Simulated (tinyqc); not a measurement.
Worked calculation: wafer bonding and layer transfer: bond energy, gap closing, particles, bonding of dissimilar wafers and hydrogen blisters. Computed by tinyqc, a small Python program that keeps every step. Command: `OMP_NUM_THREADS=1 python tinyqc.py 3022840 3022841 out.jsonl bond walk`. One thread of a shared host (Intel(R) Xeon(R) Processor @ 2.30GHz), about 0.01 s of CPU time with the checks. Intermediate numbers are printed to about 5 digits and carried at full precision; extremes and crossings named in words are read from the listed rows.

gamma is the energy per area of each of the two surfaces; plates are isotropic, and both wafers have E1 and t1.

Inputs (values chosen for the exercise, with wafer 1 close to silicon):
```
quantity                                      value        unit
Young's modulus E1                              155         GPa
Poisson ratio nu                               0.19           -
thickness t1                                    300  micrometre
blade thickness t_b                             150  micrometre
crack length L                                 14.6          mm
particle radius h                              0.37  micrometre
radius of a shallow gap R                     0.026          mm
half height of the gap h_g                      2.8          nm
implant depth d                                0.65  micrometre
hydrogen dose                                   9.9   1e16/cm^2
share of the dose released as H2               0.35           -
surface energy of the weakened plane gamma_s    1.3       J/m^2
anneal temperature T                            825           K
```

Pair: two equal wafers.

Constants: k_B = 1.380649e-23 J/K.

## Bond energy from the blade test

Two cantilevers opened by t_b: gamma = 3 t_b^2 E1 t1^3 E2 t2^3/(16 L^4 (E1 t1^3 + E2 t2^3)).

bond energy gamma = 0.19428 J/m^2

An error of 5 % in L changes gamma by about 20 %. This is the level of van der Waals or hydrogen bonds, as after contact at room temperature.

## Does a shallow gap close?

E' = E1/(1 - nu^2), equal wafers of thickness t1 assumed. A gap of radius R closes if h_g < h_c: h_c = R^2/sqrt((2/3) E' t1^3/gamma) for R > 2 t1 (plate bending), h_c = 3.6 sqrt(R gamma/E') for R < 2 t1 (local deformation).

closable height h_c = 20.177 nm

h_g/h_c = 0.13877

The gap closes.

## Void around a particle

E' = E1/(1 - nu^2), equal wafers assumed. Void radius in the plate regime: R_v = [(2/3) E' t1^3/gamma]^(1/4) h^(1/2). Below h_crit = 5 sqrt(t1 gamma/E') the wafers deform locally and R_v is of the order of h (taken as h).

critical particle radius = 0.095192 micrometre

void radius = 1195.0 micrometre

The void is 3200 times the particle.

## Blistering after hydrogen implantation

A flat crack of radius r under a layer of thickness d, as a clamped plate: centre height w = 3 p r^4/(16 E' d^3), volume pi r^2 w/3, energy release G = 3 p^2 r^4/(32 E' d^3), E' = E1/(1 - nu^2). It grows when G = 2 gamma_s. The gas comes from the area pi r^2: p V = (dose x share/2) pi r^2 k_B T, and G = p w/2 = (3/2) N k_B T with N the H2 molecules per area. Share needed: G = 2 gamma_s. The pressure and height at growth are given for r = 10 d.

energy release G = 2.9601 J/m^2

share of the dose needed = 0.30743

pressure at growth = 26.194 MPa

height at growth = 198.52 nm

The released gas suffices: cracks grow, as blisters under a free surface or as a split under a bonded stiffener. In this plate limit G depends on neither r nor d.

## Closable height against the size of the gap

The formulas are those given above.

Gap closing:
```
R (mm)    regime    h_c (nm)  slope h_c/R
1.00e-04   local  1.2513e+00     0.012513
1.00e-03   local  3.9571e+00     0.003957
1.00e-02   local  1.2513e+01     0.001251
1.00e-01   local  3.9571e+01     0.000396
5.00e-01   local  8.8482e+01     0.000177
2.00e+00   plate  1.0363e+03     0.000518
5.00e+00   plate  6.4770e+03     0.001295
2.00e+01   plate  1.0363e+05     0.005182
5.00e+01   plate  6.4770e+05     0.012954
```

Roughness of 100 nm scale may be 1.3 nm in half height, waviness of radius 5 cm as much as 650 micrometre: h_c goes as R^(1/2) when the wafer deforms locally and as R^2 when it bends. The allowed slope is least near R = 2 t1, so defects about 4 t1 wide are the hardest to close; bow matters little.

Checks made by the program: gamma against the derivative of the beam energy (relative difference below 1e-10).
